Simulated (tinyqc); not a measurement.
## Hot electrons in a saturated n-channel MOSFET, lucky-electron model: effect of the oxide thickness

Beyond pinch-off the lateral field grows as Esat cosh(y/l) over the velocity-saturated region (pseudo-two-dimensional model). Impact ionisation in this region gives the substrate current, which biases the body forward through Rsub. Currents are per width. Local-field laws: they overstate ionisation when the field peak is narrower than an energy relaxation length.

Cox = 3.9 eps0/tox, l = sqrt(3 tox xj), Esat = 2 vs/mu. Overdrive g = Vg - VT + kb Vb; Vdsat = g Esat L/(g + Esat L); Id = Cox vs (g - Vdsat); dV = Vd - Id Rd - Vdsat; Em = sqrt((dV/l)^2 + Esat^2); Isub = Id (Ai/Bi) l Em exp(-Bi/Em). Vb = Rsub Isub is solved self-consistently. Lifetime tau = (Hl/Id)(Isub/Id)^(-m); 1 year = 3.15576e7 s.

Values chosen for this exercise; values close to those of silicon n-channel devices:
- L = 0.35 um (channel length)
- xj = 96 nm (junction depth)
- VT = 0.68 V (threshold)
- mu = 400 cm^2/(V s) (effective mobility)
- vs = 7.3e6 cm/s (saturation velocity)
- Ai = 2e6 1/cm (ionisation prefactor)
- Bi = 1.83 MV/cm (ionisation field)
- Rd = 0 ohm um (resistance of the lightly doped drain)
- Rsub = 3600 ohm um (substrate resistance)
- kb = 0.42 (fall of VT per volt of forward body bias)
- m = 3.3 (lifetime exponent)
- Hl = 6000 s uA/um (lifetime constant)
- Vd = 2.9 V (drain voltage)
- Vg = 1.9 V (gate voltage)

Constants: eps0 = 8.8541878128e-14 F/cm where lengths are in cm. Results are converted to the units shown.

Result of one run:
```
tox (nm),Id (uA/um),Em (MV/cm),Isub (uA/um),Isub/Id,tau (years)
4.9,329.27,0.60293,39.178,0.11898,6.4922e-4
```

What becomes of these results when the oxide thickness tox is changed from 4.9 to 14 nm, all else the same?

Result of the changed run:
```
tox (nm),Id (uA/um),Em (MV/cm),Isub (uA/um),Isub/Id,tau (years)
14,107.64,0.36018,1.6722,0.015534,1.6436
```

The whole series:
```
tox (nm),Id (uA/um),Em (MV/cm),Isub (uA/um),Isub/Id,tau (years)
4.9,329.27,0.60293,39.178,0.11898,6.4922e-4
6.1,256.37,0.54220,21.786,0.084979,0.0025319
7.6,202.02,0.48686,11.724,0.058033,0.011312
9.4,161.68,0.43848,6.2071,0.038392,0.055259
12,125.86,0.38868,2.8349,0.022525,0.41247
14,107.64,0.36018,1.6722,0.015534,1.6436
18,83.564,0.31817,0.66477,0.0079553,19.269
```

As tox goes from 4.9 to 18 nm, Em falls from 0.603 to 0.318 MV/cm, Isub falls from 39.2 to 0.665 uA/um and tau rises from 6.49e-4 to 19.3 years. From the first row to the last, log10(tau) changes by 4.5: 3.9 from (Isub/Id)^(-m), which holds Em and l, and 0.60 from 1/Id. At tox = 4.9 nm Isub/Id passes 0.1, where multiplication of the secondary carriers, left out here, counts.

Computed by the program tinyqc: `OMP_NUM_THREADS=1 python tinyqc.py 2550043 2550044 out.jsonl`, one thread of a shared Intel Xeon 2.30GHz, about 0.01 s for the whole run.
